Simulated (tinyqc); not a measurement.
# p-type polysilicon, carrier trapping at grain boundaries, step by step

Program tinyqc, `OMP_NUM_THREADS=1 python tinyqc.py 2830193 2830194 out.jsonl`; Intel Xeon 2.30GHz, shared host, one thread, about 0.01 s. Printed values are rounded.

One-dimensional grains of size Lg, uniform ionised doping N, monovalent traps Qt at each boundary at a depth Et below (for electrons) or above (for holes) the band edge there, abrupt depletion of width W on each side of a boundary, Boltzmann statistics. xi is the distance from the band edge at the grain centre to the Fermi level. Trapped charge Qt/(1 + exp((xi + VB - Et)/Vt)) = 2 N W, barrier VB = q N W^2/(2 eps0 eps_r).

Values chosen for this exercise; values of the order met in polycrystalline silicon:
- T = 300 K (temperature)
- eps_r = 11.7 (relative permittivity)
- NB = 2.65e19 cm^-3 (valence-band density of states at T)
- Lg = 23 nm (grain size)
- Qt = 1.2e12 cm^-2 (trap density of a grain boundary)
- Et = 0.36 eV (depth of the trap level from the majority band edge at the boundary)
- ms = 0.34 m0 (mass for thermionic emission)
- fe = 0.12 (correction factor of the emission rate)
- mug = 44 cm^2/(V s) (mobility inside the grains)
- N = 2.8e18 cm^-3 (doping)

Constants: q = 1.602176634e-19 C, kB = 1.380649e-23 J/K, m0 = 9.1093837015e-31 kg, Vt = kB T/q, eps0 = 8.8541878128e-14 F/cm where lengths are in cm. Results are converted to the units shown.

Range of the model: VB is below Vt, where abrupt depletion and thermionic emission are rough.

## Starting value

W = 2.1 nm.

W at the start = 2.1 nm

## Iteration 1: new W

Partly depleted grain, xi = Vt ln(NB/N): f = 1/(1 + exp((xi + VB - Et)/Vt)), g = Qt f - 2 N W, g' = -2 Qt f (1 - f) VB/(W Vt) - 2 N, W(new) = W - g/g'.

VB = 0.009548660 V
f = 0.9999877
g = 2.398528e10 cm^-2
g' = -5.600052e11 cm^-2/nm
W after iteration 1 = 2.142830 nm

## Iteration 2: new W

As before.

VB = 0.009942131 V
f = 0.9999875
g = -3975.486 cm^-2
g' = -5.600054e11 cm^-2/nm
W after iteration 2 = 2.142830 nm

## Course of the iteration

Stop when the step is below 1e-10 nm, or after 40 iterations.

Course of the iteration:
```
iteration  W before the step (nm)  step (nm)
1                             2.1     0.0428
2                        2.142830   -7.10e-9
3                        2.142830    < 1e-14
```

Converged in 3 iterations.

## Depletion width, Fermi level and barrier

If the trap equation with xi = Vt ln(NB/N) has a root W < Lg/2, the grain is partly depleted; otherwise W = Lg/2 and the trap equation gives xi = Et - VB + Vt ln(Qt/(N Lg) - 1). N* = Qt/Lg.

N* = 5.217391e17 cm^-3
W = 2.142830 nm
xi = 0.05810302 V
VB = 0.009942130 V
share of traps filled = 0.9999875

N is 5.37 N*, and the grain is partly depleted; VB = 0.385 Vt.

## Resistivity and effective mobility

n0 = NB exp(-xi/Vt); mean density n0 (1 - 2 W/Lg) by charge balance in a partly depleted grain, and n0 (sqrt(pi)/2) erf(u)/u with u = sqrt(VB/Vt) in a fully depleted one; v = sqrt(kB T/(2 pi ms m0)); barrier resistivity Vt exp(VB/Vt)/(q fe n0 v Lg); grain resistivity (1 - 2 W/Lg)/(q n0 mug); effective mobility 1/(q mean density total resistivity).

n0 = 2.8e18 cm^-3
mean density = 2.278267e18 cm^-3
v = 4.613477e6 cm/s
barrier resistivity = 0.06648271 ohm cm
grain resistivity = 0.04122167 ohm cm
resistivity = 0.1077044 ohm cm
effective mobility = 25.43616 cm^2/(V s)

The resistivity is 2.13 times that of a single crystal with the same N and mobility mug, and the mean density is 81.4 % of N.
